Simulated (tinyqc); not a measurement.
Coverage along the feature as the dose grows: atomic layer deposition: Langmuir saturation, growth per cycle and coating of deep features. Computed by tinyqc, a small Python program. Command: `OMP_NUM_THREADS=1 python tinyqc.py 3013082 3013083 out.jsonl ald walk`. One thread of a shared host (Intel(R) Xeon(R) Processor @ 2.30GHz), about 0.03 s of CPU time with the checks.

Precursor A sticks only on free sites, so a long enough pulse saturates; co-reactant B then frees the sites again.

Inputs (values chosen for the exercise, modelled on aluminium oxide from trimethylaluminium and water): precursor mass M = 72 u; site density q = 4.5 1/nm^2; sticking probability beta on free sites = 0.0099; precursor pressure p = 17 Pa; temperature T = 225 C; pulse time t = 0.0019 s; desorption energy E_d = 1.47 eV; aspect ratio a = 77.

Feature: long trench.

Constants: u = 1.6605390666e-27 kg; k_B = 1.380649e-23 J/K; k_B = 8.617333262e-05 eV/K.

Method:
- Wall flux F = p/sqrt(2 pi M k_B T); rate of filling k_a = beta F/q; desorption k_d = 1e13 exp(-E_d/(k_B T)) per second. 1/m^2 = 1e-18/nm^2.
- Temperatures in kelvin are T(C) + 273.15.
- Diffusion-limited filling (Gordon) of a long trench of width w, hydraulic diameter 2w, so that a is replaced by a/2 in the hole formula: t = (q/F)(1 + 19a/8 + 3a^2/8). Reaction-limited filling needs ln(100)/k_a at any depth, k_a = beta F/q. Flow is molecular. The front picture holds when the modulus (a/2) sqrt(beta) is well above 1.
- Depth reached by the given pulse: solve the same formula for a. Exposure = p x diffusion-limited time; 1 langmuir = 1.33322e-4 Pa s.
- Continuum model with steady gas transport: d2n/dz2 = 3 beta (1 - th) n/d_h^2 (d_h the hydraulic diameter, n = 1 at the mouth, no flux at the floor, 60 cells), d th/dt = beta F n (1 - th)/q; no desorption. Times are multiples of the larger of the Gordon time and ln(100)/k_a.

diffusion-limited time = 0.0458023 s

time to 99 % without desorption, ln(100)/k_a = 0.00885068 s

flux F = 236508 1/(nm^2 s)

modulus = 3.83070

Coverage:
```
multiple     t (s)  top cell  quarter depth  half depth  three quarters  floor cell
0.05      0.002290     0.679          0.233       0.051           0.010       0.004
0.10      0.004580     0.899          0.455       0.118           0.025       0.009
0.20      0.009160     0.990          0.782       0.298           0.071       0.027
0.40      0.018321     1.000          0.983       0.706           0.248       0.105
0.60      0.027481     1.000          0.999       0.933           0.533       0.275
0.80      0.036642     1.000          1.000       0.992           0.818       0.573
1.00      0.045802     1.000          1.000       1.000           0.976       0.915
1.30      0.059543     1.000          1.000       1.000           1.000       1.000
```

What does the comparison show, and why?

At a multiple of 0.2 the coverage is 0.99 at the top and 0.03 at the floor. The coverage falls gradually with depth, without a sharp front. In the last row the floor reaches 1.000. Caution: for a long trench the a/2 rule ignores the ln(a)/a transmission of a slit, so times at large a are too long.
